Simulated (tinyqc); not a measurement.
# Square on-chip spiral inductor, lumped pi model: effects of single changes

Outer diameter do = di + 2 n wd + 2 (n - 1) sp, mean da = (do + di)/2, fill p = (do - di)/(do + di), length l = 4 n da. L = 2.34 mu0 n^2 da/(1 + 2.75 p), mu0 = 4 pi 1e-7 H/m. Rs = rho l/(wd delta (1 - exp(-th/delta))), delta = sqrt(rho/(pi f mu0)). Cs = n wd^2 eps0 eo/hu across the coil. At each end Cox = l wd eps0 eo/(2 ho) leads to the substrate branch Rsi = 2 rs he/(l wd) in parallel with Csi = l wd eps0 11.7/(2 he). With one end grounded Y = 1/(Rs + i w L) + i w Cs + 1/[1/(i w Cox) + 1/(1/Rsi + i w Csi)], w = 2 pi f; Q = -Im Y/Re Y. Eddy currents in neighbouring turns and in the substrate are left out.

Parameters, values chosen for the exercise; values of the order met in silicon radio-frequency processes:

| symbol | value | unit | meaning |
|---|---|---|---|
| n | 5.5 |  | number of turns |
| wd | 6 | um | line width |
| sp | 3 | um | space between turns |
| di | 80 | um | inner diameter |
| th | 2 | um | metal thickness |
| rho | 3 | uohm cm | metal resistivity |
| ho | 4.8 | um | oxide below the coil |
| hu | 0.6 | um | oxide between coil and underpass |
| eo | 4.1 |  | relative permittivity of the oxide |
| rs | 1 | ohm cm | substrate resistivity |
| he | 80 | um | effective spreading depth in the substrate |
| f | 2.8 | GHz | frequency |

Constants: eps0 = 8.8541878128e-12 F/m. Results are converted to the units shown.

Each table varies one quantity; the others keep the values above.

## Quality factor against frequency

Apparent inductance Im(1/Y)/w; share of the loss Re(substrate branch)/Re Y.

Quality factor against frequency:
```
f (GHz)	Rs (ohm)	w L/Rs	Q	apparent inductance (nH)	loss in the substrate (%)
0.13	7.9071	0.57805	0.57740	5.5926	2.6888e-4
0.22	8.2083	0.94234	0.94072	5.5951	0.0011312
0.36	8.5814	1.4750	1.4703	5.6020	0.0053249
0.59	9.0753	2.2858	2.2694	5.6214	0.029629
0.96	9.7210	3.4722	3.4087	5.6735	0.17578
1.6	10.632	5.2913	5.0001	5.8282	1.1705
2.6	11.803	7.7449	6.4060	6.2610	6.7526
4.2	13.367	11.047	5.5285	7.6724	29.716
6.9	15.576	15.575	1.1415	12.431	71.342
```

Read the table: what changes, and by how much?

Q goes from 0.577 through a maximum of 6.41 (at f = 2.6 GHz among the rows listed) to 1.14; the exact peak is 6.54 at 3.00 GHz and Q reaches zero at the self-resonance, 8.09 GHz. The share of the substrate rises from 2.69e-4 to 71.3 %, and the apparent inductance ends at 2.22 times L. At the peak the substrate takes 11.0 % of the loss.

## Effect of the number of turns

Same model as above.

Peak Q and its frequency from a search over f; self-resonance where Im Y = 0; Q at the given f (negative beyond resonance).

Results:
```
n	L (nH)	do (um)	peak Q	f of the peak (GHz)	self-resonance (GHz)	Q at f
1.5	0.4539	101.0	8.285	14.92	100.0	3.396
2.5	1.188	119.0	7.914	7.801	39.87	4.794
3.5	2.269	137.0	7.467	5.238	19.44	5.812
4.5	3.726	155.0	6.997	3.866	11.77	6.424
6.5	7.917	191.0	6.098	2.407	5.964	5.919
8.5	14.08	227.0	5.306	1.645	3.650	2.785
```

Estimate the missing row, n = 5.5.

Computed row:
```
n	L (nH)	do (um)	peak Q	f of the peak (GHz)	self-resonance (GHz)	Q at f
5.5	5.596	173.0	6.536	3.002	8.090	6.504
```

With this row back in the table: As n goes from 1.5 to 8.5, L rises from 0.454 to 14.1 nH, the peak Q falls from 8.29 to 5.31, its frequency falls from 14.9 to 1.64 GHz and the self-resonance falls from 100 to 3.65 GHz.

Computed by the program tinyqc: `OMP_NUM_THREADS=1 python tinyqc.py 2302088 2302089 out.jsonl`, one thread of a shared Intel Xeon 2.30GHz, about 0.01 s for the whole run.
